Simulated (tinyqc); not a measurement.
Time-dependent dielectric breakdown: cell percolation, Weibull statistics, area scaling and voltage extrapolation. Inputs raised by 2 %, one at a time. Computed by tinyqc, a small Python program. Command: `OMP_NUM_THREADS=1 python tinyqc.py 3018578 3018579 out.jsonl tddb sens`. One thread of a shared host (Intel(R) Xeon(R) Processor @ 2.30GHz), about 0.01 s of CPU time with the checks.

The oxide is divided into columns of area a^2, each holding m = t_ox/a cells (m is taken as continuous). A share lambda(t) = (t/t_1)^alpha of the cells is defective, and a column whose cells are all defective breaks down.

Inputs (values chosen for the exercise, for a model gate oxide):

| quantity | value | unit |
|---|---|---|
| oxide thickness t_ox | 2.1 | nm |
| defect cell size a | 1 | nm |
| exponent alpha of defect growth | 0.9 | - |
| time t_1 at which the occupied share would reach 1 | 1.6e+06 | s |
| test area A | 200 | um^2 |
| product area A_u | 5e+06 | um^2 |
| stress voltage V | 2.63 | V |
| use voltage V_u | 1.8 | V |
| local exponent n = -d ln t/d ln V at the stress voltage | 33 | - |
| activation energy E_a | 0.88 | eV |
| stress temperature T | 150 | C |
| use temperature T_u | 55 | C |
| allowed failure fraction F | 0.0001 | - |

Voltage law used: power.

Constants: k_B = 8.617333262e-05 eV/K.

Method:
- Failure fraction F = 1 - (1 - lambda^m)^N with N = A/a^2 columns, which for small lambda^m is 1 - exp(-(t/t63)^beta) with beta = alpha m and t63 = t_1 N^(-1/beta); critical share lambda(t63) = N^(-1/m). 1 um^2 = 1e6 nm^2.
- All three voltage laws share the slope n at the stress voltage. Factor t(V_u)/t(V): E law exp(n (1 - V_u/V)); 1/E law exp(n (V/V_u - 1)); power law (V/V_u)^n.
- Temperatures in kelvin are T(C) + 273.15.
- Temperature factor exp[(E_a/k_B)(1/T_u - 1/T)]; area factor (A/A_u)^(1/beta); percentile factor (-ln(1 - F))^(1/beta); life = t63 x all four; 1 year = 3.15576e7 s.

Runs:

| input moved | from | to | characteristic life t63 (s) | Weibull slope beta | projected life (years) | critical share of defective cells |
|---|---|---|---|---|---|---|
| base run | - | - | 64.870 | 1.8900 | 0.021797 | 1.1146e-04 |
| oxide thickness t_ox (nm) | 2.1 | 2.142 | 79.097 | 1.9278 | 0.032481 | 1.3324e-04 |
| defect cell size a (nm) | 1 | 1.02 | 54.135 | 1.8529 | 0.014824 | 9.4716e-05 |
| exponent alpha of defect growth | 0.9 | 0.918 | 79.097 | 1.9278 | 0.032481 | 1.1146e-04 |
| time t_1 at which the occupied share would reach 1 (s) | 1600000 | 1632000 | 66.167 | 1.8900 | 0.022232 | 1.1146e-04 |
| local exponent n = -d ln t/d ln V at the stress voltage | 33 | 33.66 | 64.870 | 1.8900 | 0.027995 | 1.1146e-04 |
| activation energy E_a (eV) | 0.88 | 0.8976 | 64.870 | 1.8900 | 0.025065 | 1.1146e-04 |
| allowed failure fraction F | 0.0001 | 0.000102 | 64.870 | 1.8900 | 0.022026 | 1.1146e-04 |

Exponents ln(y'/y) / ln(x'/x):

| input | characteristic life t63 | Weibull slope beta | projected life | critical share of defective cells |
|---|---|---|---|---|
| oxide thickness t_ox | 10.014 | 1 | 20.144 | 9.012 |
| defect cell size a | -9.135 | -1 | -19.468 | -8.221 |
| exponent alpha of defect growth | 10.014 | 1 | 20.144 | 0.000 |
| time t_1 at which the occupied share would reach 1 | 1.000 | 0 | 1.000 | 0.000 |
| local exponent n = -d ln t/d ln V at the stress voltage | 0.000 | 0 | 12.638 | 0.000 |
| activation energy E_a | 0.000 | 0 | 7.056 | 0.000 |
| allowed failure fraction F | 0.000 | 0 | 0.529 | 0.000 |

To which inputs is each result most sensitive?

Among the inputs moved here: characteristic life t63 answers most in size to oxide thickness t_ox (exponent +10.014), and about equally to exponent alpha of defect growth (+10.014); its exponent is below 0.0005 for local exponent n = -d ln t/d ln V at the stress voltage, activation energy E_a, allowed failure fraction F. Weibull slope beta answers most in size to oxide thickness t_ox (exponent +1.000), and about equally to defect cell size a (-1.000), exponent alpha of defect growth (+1.000); its exponent is below 0.0005 for time t_1 at which the occupied share would reach 1, local exponent n = -d ln t/d ln V at the stress voltage, activation energy E_a, allowed failure fraction F. Its exponent +1.000 in oxide thickness t_ox: beta = alpha t_ox/a. Its exponent -1.000 in defect cell size a: beta = alpha t_ox/a. Projected life answers most in size to oxide thickness t_ox (exponent +20.144), and about equally to exponent alpha of defect growth (+20.144). Its exponent +1.000 in time t_1 at which the occupied share would reach 1: t_1 sets the clock. Critical share of defective cells answers most in size to oxide thickness t_ox (exponent +9.012), next to defect cell size a (-8.221); its exponent is below 0.0005 for exponent alpha of defect growth, time t_1 at which the occupied share would reach 1, local exponent n = -d ln t/d ln V at the stress voltage, activation energy E_a, allowed failure fraction F.

Caution (all rows): t_1 is an input here; in a real oxide it changes with thickness at fixed voltage.
